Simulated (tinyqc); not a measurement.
Tersoff bond-order potential. Changing the h. Computed by tinyqc, a small Python program. Command: `OMP_NUM_THREADS=1 python tinyqc.py 3009115 3009116 out.jsonl tersoff sweep`. One thread of a shared host (Intel(R) Xeon(R) Processor @ 2.30GHz), about 0.02 s of CPU time with the checks.

E = (1/2) sum_(i, j != i) [A exp(-lambda r_ij) - b_ij B exp(-mu r_ij)], b_ij = (1 + (beta zeta_ij)^n)^(-1/(2n)), zeta_ij = sum_(k != i, j) g(theta_ijk), g = 1 + c^2/d^2 - c^2/(d^2 + (h - cos theta)^2), with theta at atom i. Only nearest neighbours count (cut-off function 1 for them, 0 beyond).

Inputs (values chosen for the exercise, modelled on carbon):
```
quantity     value        unit
A           1375.3          eV
B           341.61          eV
lambda      3.4879  1/angstrom
mu          2.2119  1/angstrom
beta      1.47e-07           -
n           0.7217           -
c            39030           -
d            4.302           -
```

Constants: 1 eV/angstrom^3 = 160.2176634 GPa.

Method:
- zeta = 3 g(cos theta = -1/3).
- With z equal bonds of order b, r = ln(lambda A/(mu b B))/(lambda - mu) and E per atom = -(z/2) b B exp(-mu r)(1 - mu/lambda).
- a0 = 4 r/sqrt3; B0 = phi''(r)/(3 a0) with phi'' = mu (lambda - mu) b B exp(-mu r), since b does not change under uniform scaling.
- Second derivatives of the energy per atom, volume V = a0^3/8: e_xx gives C11; e_xx = -e_yy gives 2 (C11 - C12); e_xy = e_yx = s/2 with a sublattice shift u_z gives C44 = (E_ss - E_su^2/E_uu)/V and Kleinman's parameter |E_su/E_uu|/(a0/4).
- Each of the four neighbours loses one bond; its three other bonds now have zeta = 2 g, for the direction that starts at it. E_v = -E + 12 x (1/2)(b(3g) - b(2g)) B exp(-mu r), where -E is the pair-like cost.

One run for each value; columns: (1) h; (2) bond order b; (3) energy per atom of the diamond lattice (eV); (4) C44 (GPa); (5) unrelaxed vacancy energy E_v (eV); (6) Kleinman's parameter:
```
(1)        (2)      (3)     (4)     (5)      (6)
-0.75  0.77066  -4.9797   321.7  2.5672  0.52385
-0.70  0.79995  -5.5141   390.5  3.1869  0.44251
-0.65  0.83024  -6.1038   471.6  3.9212  0.35616
-0.60  0.86123  -6.7470   565.5  4.7785  0.26658
-0.55  0.89245  -7.4367   671.7  5.7585  0.17548
-0.50  0.92317  -8.1573   788.7  6.8452  0.08384
-0.45  0.95227  -8.8798   914.2  7.9945  0.00983
-0.40  0.97801  -9.5511  1047.4  9.1133  0.11457
-0.30  0.99177  -9.9231   955.5  9.7531  0.11287
```

Over the rows, bond order b rises from 0.771 to 0.992; energy per atom of the diamond lattice (eV) falls from -4.98 to -9.92; C44 (GPa) goes from 322 through a maximum among these rows, 1050 at -0.400, to 955. zeta of the diamond lattice is least when h equals cos(109.47 degrees) = -1/3; there the bond order is highest and a vacancy gains least from stronger back bonds. Left out: -0.350 (the run failed its checks).

Extremes, crossings and ranges named in words are read from the listed rows.
